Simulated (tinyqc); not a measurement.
Modulation-doped quantum well, Poisson-Schroedinger loop with local exchange and correlation: one step of the calculation.

A well of width L centred at z = 0 between barriers Vb; effective-mass electrons, parabolic bands. The electrons come from donor sheets outside the mesh, a share fL of Ns on the left and the rest on the right, so the structure is neutral. Energies are counted from the band edge of the well, with U = 0 on the first node in the Hartree part.

Problem. Levels and probability densities. Tridiagonal Hamiltonian with psi = 0 one step beyond both ends: H_ii = C (1/m_(i-1/2) + 1/m_(i+1/2))/hz^2 + V0_i + U_i, H_(i,i+1) = -C/(m_(i+1/2) hz^2), C = hbar^2/(2 m0). The lowest 2 level(s) are kept, normalised to hz sum |psi|^2 = 1.

Values chosen for this exercise:
```
symbol  value  unit    meaning
hz       0.91    nm  mesh step
```

Constants: q = 1.602176634e-19 C, hbar = 1.054571817e-34 J s, m0 = 9.1093837015e-31 kg, hbar^2/(2 m0) = 0.0380998212 eV nm^2. Results are converted to the units shown.

```
node	fixed potential V0 (eV)	self-consistent potential U at the start (eV)
1	0.39500000	0
2	0.39500000	0
3	0.39500000	0
4	0.00000000	0
5	0.00000000	0
6	0.00000000	0
7	0.00000000	0
8	0.00000000	0
9	0.00000000	0
10	0.00000000	0
11	0.00000000	0
12	0.39500000	0
13	0.39500000	0
14	0.39500000	0
```

mass on the intervals 1/2, 3/2, ... (mean of both at an interface) (m0): 0.247  0.247  0.247  0.224  0.201  0.201  0.201  0.201  0.201  0.201  0.201  0.224  0.247  0.247  0.247

Wanted: levels; |psi|^2 of E1; |psi|^2 of E2.

Solution.

levels (eV): E1 0.02210, E2 0.08702

```
node	|psi|^2 of E1 (1/nm)	|psi|^2 of E2 (1/nm)
1	0.0000	0.0001
2	0.0003	0.0013
3	0.0038	0.0148
4	0.0465	0.1461
5	0.1107	0.2215
6	0.1744	0.1445
7	0.2137	0.0211
8	0.2137	0.0211
9	0.1744	0.1445
10	0.1107	0.2215
11	0.0465	0.1461
12	0.0038	0.0148
13	0.0003	0.0013
14	0.0000	0.0001
```

Numbers from tinyqc (`OMP_NUM_THREADS=1 python tinyqc.py 2140042 2140043 out.jsonl`; about 0.1 s on one thread of a shared Intel Xeon 2.30GHz).
